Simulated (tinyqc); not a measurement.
Worked calculation: plane-wave Kohn-Sham cycle with exchange-only LDA in a layered model solid. Computed by tinyqc, a small Python program that keeps every step. Settings: points = 16, plane-wave index or count = 2, electrons = 4, k points = 4, area = 33.0, mixing = 0.1, iteration cap = 69. Command: `OMP_NUM_THREADS=1 python tinyqc.py 22553 22554 out.jsonl` (the two numbers bound the seeds that draw the settings). One thread of a shared host (Intel(R) Xeon(R) Processor @ 2.60GHz), about 0.03 s of CPU time with the checks. Later iterations appear only in the table of the cycle.

## Iteration 1: potential

A solid whose potential varies along x alone (atomic units):
```
parameter                      value
period a                   10.200000
cross-section of the cell  33.000000
electrons per cell                 4
grid points                       16
plane waves -n..n, n               2
k points                           4
V1 in V1 cos(2 pi x/a)     -0.540000
```

density at the start, on the grid x_j = j a/N (e/bohr^3): 0.0118835  0.0118835  0.0118835  0.0118835  0.0118835  0.0118835  0.0118835  0.0118835  0.0118835  0.0118835  0.0118835  0.0118835  0.0118835  0.0118835  0.0118835  0.0118835

V_H(G) = 4 pi rho(G)/G^2 for G != 0 (uniform background); v_x = -(3 rho/pi)^(1/3); V = V_ext + V_H + v_x; Fourier components f(G_m) = (1/N) sum_j f(x_j) exp(-i G_m x_j).

Potentials on the grid (hartree):
```
x           V_ext      V_H       v_x         V
0.00000  -0.54000  0.00000  -0.22472  -0.76472
0.63750  -0.49889  0.00000  -0.22472  -0.72361
1.27500  -0.38184  0.00000  -0.22472  -0.60656
1.91250  -0.20665  0.00000  -0.22472  -0.43137
2.55000         0  0.00000  -0.22472  -0.22472
3.18750   0.20665  0.00000  -0.22472  -0.01807
3.82500   0.38184  0.00000  -0.22472   0.15712
4.46250   0.49889  0.00000  -0.22472   0.27418
5.10000   0.54000  0.00000  -0.22472   0.31528
5.73750   0.49889  0.00000  -0.22472   0.27418
6.37500   0.38184  0.00000  -0.22472   0.15712
7.01250   0.20665  0.00000  -0.22472  -0.01807
7.65000         0  0.00000  -0.22472  -0.22472
8.28750  -0.20665  0.00000  -0.22472  -0.43137
8.92500  -0.38184  0.00000  -0.22472  -0.60656
9.56250  -0.49889  0.00000  -0.22472  -0.72361
```

V(G_m), m = 0, 1, 2, ... (hartree): -0.22472  -0.27000  0.00000  0.00000  0.00000

## Iteration 1: Hamiltonian at one k

k = 0.12500 2 pi / a

H(m,m') = (k + G_m)^2/2 delta + V(G_m - G_m'), with V(-G) = V(G).

H (hartree):
```
          -2        -1        +0        +1        +2
-2   0.44229  -0.27000   0.00000   0.00000   0.00000
-1  -0.27000  -0.07946  -0.27000   0.00000   0.00000
+0   0.00000  -0.27000  -0.22175  -0.27000   0.00000
+1   0.00000   0.00000  -0.27000   0.01540  -0.27000
+2   0.00000   0.00000   0.00000  -0.27000   0.63202
```

## Iteration 1: levels at that k

Diagonalise the Hermitian matrix.

eigenvalues (hartree): -0.55004  -0.14338  0.16323  0.57336  0.74533

## Iteration 1: new density

Motion across x is left out: the lowest 2 band(s) hold two electrons at each of the k points (j + 1/2)/nk - 1/2. Residual R = rho(out) - rho(in); rho(new) = rho(in) + 0.1 R. rho(out) = 2/(a A nk) sum |psi|^2 with psi = sum c exp(i G x). Harris energy E = band energy - dV sum rho (V_H/2 + v_x) + (3/4) dV sum rho v_x with rho(in), dV = a A/N, band energy = (2/nk) sum of the filled levels.

rho(out) (e/bohr^3): 0.0209451  0.0223676  0.0234911  0.0197563  0.0119987  0.0050121  0.0014618  0.0003982  0.0002201  0.0003982  0.0014618  0.0050121  0.0119987  0.0197563  0.0234911  0.0223676

density after iteration 1 (e/bohr^3): 0.0127897  0.0129320  0.0130443  0.0126708  0.0118951  0.0111964  0.0108414  0.0107350  0.0107172  0.0107350  0.0108414  0.0111964  0.0118951  0.0126708  0.0130443  0.0129320

energy per cell = -1.1625578 hartree

## Iteration 2: potential

As before.

Potentials on the grid (hartree):
```
x           V_ext       V_H       v_x         V
0.00000  -0.54000   0.04128  -0.23029  -0.72901
0.63750  -0.49889   0.03890  -0.23114  -0.69114
1.27500  -0.38184   0.03117  -0.23181  -0.58247
1.91250  -0.20665   0.01774  -0.22958  -0.41849
2.55000         0   0.00046  -0.22479  -0.22433
3.18750   0.20665  -0.01691  -0.22030  -0.03056
3.82500   0.38184  -0.03093  -0.21795   0.13296
4.46250   0.49889  -0.03973  -0.21723   0.24193
5.10000   0.54000  -0.04270  -0.21711   0.28019
5.73750   0.49889  -0.03973  -0.21723   0.24193
6.37500   0.38184  -0.03093  -0.21795   0.13296
7.01250   0.20665  -0.01691  -0.22030  -0.03056
7.65000         0   0.00046  -0.22479  -0.22433
8.28750  -0.20665   0.01774  -0.22958  -0.41849
8.92500  -0.38184   0.03117  -0.23181  -0.58247
9.56250  -0.49889   0.03890  -0.23114  -0.69114
```

V(G_m), m = 0, 1, 2, ... (hartree): -0.22456  -0.25262  -0.00002  0.00033  0.00010

## Iteration 2: Hamiltonian at one k

k = 0.12500 2 pi / a

As before.

H (hartree):
```
          -2        -1        +0        +1        +2
-2   0.44245  -0.25262  -0.00002   0.00033   0.00010
-1  -0.25262  -0.07930  -0.25262  -0.00002   0.00033
+0  -0.00002  -0.25262  -0.22160  -0.25262  -0.00002
+1   0.00033  -0.00002  -0.25262   0.01556  -0.25262
+2   0.00010   0.00033  -0.00002  -0.25262   0.63217
```

## Iteration 2: levels at that k

As before.

eigenvalues (hartree): -0.52276  -0.13204  0.15402  0.55831  0.73174

## Iteration 2: new density

As before.

rho(out) (e/bohr^3): 0.0206455  0.0220247  0.0231673  0.0196745  0.0122190  0.0053306  0.0016798  0.0005044  0.0002907  0.0005044  0.0016798  0.0053306  0.0122190  0.0196745  0.0231673  0.0220247

density after iteration 2 (e/bohr^3): 0.0135753  0.0138412  0.0140566  0.0133712  0.0119274  0.0106098  0.0099252  0.0097119  0.0096746  0.0097119  0.0099252  0.0106098  0.0119274  0.0133712  0.0140566  0.0138412

energy per cell = -1.0915803 hartree

## Convergence

Stop when sqrt(dV sum R^2) is below 1e-8, dV = a A/N.

Course of the cycle:
```
iteration  E (hartree)  norm of the residual
1           -1.1625578              1.72e-01
2           -1.0915803              1.51e-01
3           -1.0370665              1.32e-01
4           -0.9955534              1.15e-01
5           -0.9641983              1.00e-01
6           -0.9406994              8.72e-02
7           -0.9232170              7.55e-02
8           -0.9102988              6.52e-02
9           -0.9008122              5.63e-02
10          -0.8938846              4.85e-02
11          -0.8888508              4.17e-02
...                ...                   ...
59          -0.8760480              1.28e-04
60          -0.8760480              1.16e-04
61          -0.8760480              1.04e-04
62          -0.8760480              9.42e-05
63          -0.8760480              8.50e-05
64          -0.8760480              7.67e-05
65          -0.8760480              6.92e-05
66          -0.8760480              6.25e-05
67          -0.8760480              5.64e-05
68          -0.8760480              5.08e-05
69          -0.8760480              4.59e-05
```

Not converged within 69 iterations: the residual falls steadily but slowly, by a factor of about 0.90 a step. Reruns (cap 100 unless said): mixing 0.5, Kerker q0 1.0: converged in 76 (E = -0.87605); mixing 0.3, Pulay depth 5: converged in 10 (E = -0.87605); the original settings with a cap of 400: converged in 151 (E = -0.87605).
